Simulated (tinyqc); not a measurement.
What moves the results: localisation in a chain with random site energies (transfer matrices). A value that a table varies takes the place of the one given here.

Hopping -t; leads with site energy 0, E = -2t cos(ka). psi_(j+1) = ((e_j - E)/t) psi_j - psi_(j-1), a product of matrices M_j = [[(e_j - E)/t, -1], [1, 0]]. For M = M_N ... M_1 the transmission is T = 4 sin^2(ka)/|M21 - M12 + M22 exp(ika) - M11 exp(-ika)|^2. Long samples draw e_j = W (x_j/2147483647 - 1/2) from x_j = 16807 x_(j-1) mod 2147483647, starting at x0. The localisation length xi, in sites, is defined by ln T = -2N/xi on average; weak disorder gives xi = 24 (4t^2 - E^2)/W^2, and the mean free path for backscattering is xi/2.

Numerical xi = N/ln sqrt(psi_(N+1)^2 + psi_N^2) for N = 20000 sites from psi_1 = 1, psi_0 = 0; its statistical error is about xi sqrt(xi/N).

Inputs chosen for the exercise:

| symbol | value | unit | meaning |
|---|---|---|---|
| t | 1.28 | eV | hopping |
| E | -1.19 | eV | energy |
| x0 | 7735 |  | start of the number sequence |
| W | 1.87 | eV | full width of the disorder |

## Localisation length against disorder

The same number sequence scaled by W.

xi (sites):

| W/t | W (eV) | numerical | error | weak disorder | strong: 1/(ln(W/2t) - 1) |
|---|---|---|---|---|---|
| 1.0 | 1.280 | 71.509 | 4.276 | 75.256 | - |
| 1.5 | 1.920 | 31.037 | 1.223 | 33.447 | - |
| 2.0 | 2.560 | 17.221 | 0.505 | 18.814 | - |
| 3.0 | 3.840 | 8.167 | 0.165 | 8.362 | - |
| 4.0 | 5.120 | 5.074 | 0.081 | 4.704 | - |
| 6.0 | 7.680 | 2.688 | 0.031 | 2.090 | - |
| 10.0 | 12.800 | 1.390 | 0.012 | 0.753 | 1.641 |
| 16.0 | 20.480 | 0.889 | 0.006 | 0.294 | 0.926 |

At W = t the numerical value is 71.5 +/- 4.3 against 75.3, and at 2t 17.22 +/- 0.51 against 18.81. The weak-disorder formula is within 15 % for W/t = 1, 1.5, 2, 3 and 4; at W = 16t it gives 0.29 and the strong-disorder form 0.93, against 0.89. All states of the chain are localised; disorder only sets the length.

## From ballistic to localised

200 samples of each length, cut one after another from the start of the sequence. Typical T = exp(mean ln T). Ohmic: 1/(1 + 2N/xi); localised: exp(-2N/xi), both with the weak-disorder xi.

Transmission:

| N | mean T | typical T | spread of ln T | ohmic | localised |
|---|---|---|---|---|---|
| 2 | 0.905 | 0.901 | 0.092 | 0.898 | 0.893 |
| 5 | 0.783 | 0.766 | 0.221 | 0.779 | 0.753 |
| 10 | 0.625 | 0.566 | 0.483 | 0.638 | 0.567 |
| 20 | 0.412 | 0.312 | 0.837 | 0.469 | 0.322 |
| 40 | 0.208 | 0.0910 | 1.544 | 0.306 | 0.103 |
| 80 | 0.0695 | 0.00834 | 2.565 | 0.181 | 0.0107 |

With xi = 35.3 sites, mean and typical T are 0.783 and 0.766 at N = 5, and 0.0695 and 0.00834 at N = 80, where ln T scatters by 2.6. The slope of ln(typical T) between 40 and 80 sites gives xi = 33.5, uncertain by about 9 % from the scatter of 200 samples. At N = 80 the ohmic law gives 21.7 times the typical value: a single channel has no ohmic range beyond a mean free path, and the mean is carried by rare resonant samples.

## What each parameter does

Numerical and weak-disorder xi. Each row changes one parameter from the base and keeps the others.

Results:

| case | numerical xi (sites) | weak-disorder xi (sites) |
|---|---|---|
| base | 32.89 | 35.26 |
| t = 1.472 eV | 50.99 | 49.77 |
| E = -0.83 eV | 39.41 | 40.25 |
| W = 2.244 eV | 22.29 | 24.49 |
| x0 = 7736 | 31.94 | 35.26 |

The largest shifts from the base row, up to three for each result and ties (the steps differ in size, so this ranks the rows, not the parameters). numerical xi (sites): t +18.10, W -10.59, E +6.53. weak-disorder xi (sites): t +14.51, W -10.77, E +4.99; unchanged at the printed digits by x0. A new x0 is another sample of the same disorder; its shift is one draw of the statistical scatter, about xi sqrt(xi/N); the other rows share one sample, so their errors are correlated.

(tinyqc, `OMP_NUM_THREADS=1 python tinyqc.py 1480045 1480046 out.jsonl`, Intel(R) Xeon(R) Processor @ 2.30GHz, 1 thread, shared host, about 0.06 s.)
